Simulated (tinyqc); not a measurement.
Capacitance measurement on a leaky thin oxide: effects of series resistance and leakage: one step of the calculation.

The device is a capacitance C in parallel with a leakage conductance G, in series with Rs and Ls. An impedance meter reports either a parallel pair (Cp, Gp) from Y = 1/Z = Gp + i w Cp or a series pair (Cs, Rm) from Z = Rm + 1/(i w Cs); w = 2 pi f, dissipation D = Gp/(w |Cp|).

Task. What the meter reports. Z = Rs + i w Ls + 1/(G + i w C).

Values chosen for this exercise; values of the order met in thin-oxide MOS capacitors:

| symbol | value | unit | meaning |
|---|---|---|---|
| Rs | 12 | ohm | series resistance |
| Ls | 25 | nH | series inductance |
| f | 10000 | Hz | measuring frequency |

C = 30.184731 pF
G = 30.645161 uS

Give: Z; Cp; Gp; Cs; D.

Result.

Z = (3.2519-0.2012i) x 1e4 ohm
Cp = 30.163 pF
Gp = 30.634 uS
Cs = 7911.1 pF
D = 16.164

Cp is 0.074 % below C and Cs is 262 times it; G Rs = 3.68e-4, w C Rs = 2.28e-5 and G/(w C) = 16.2.

tinyqc, about 0.01 s, one thread, Intel Xeon 2.30GHz (shared host): `OMP_NUM_THREADS=1 python tinyqc.py 2022047 2022048 out.jsonl`
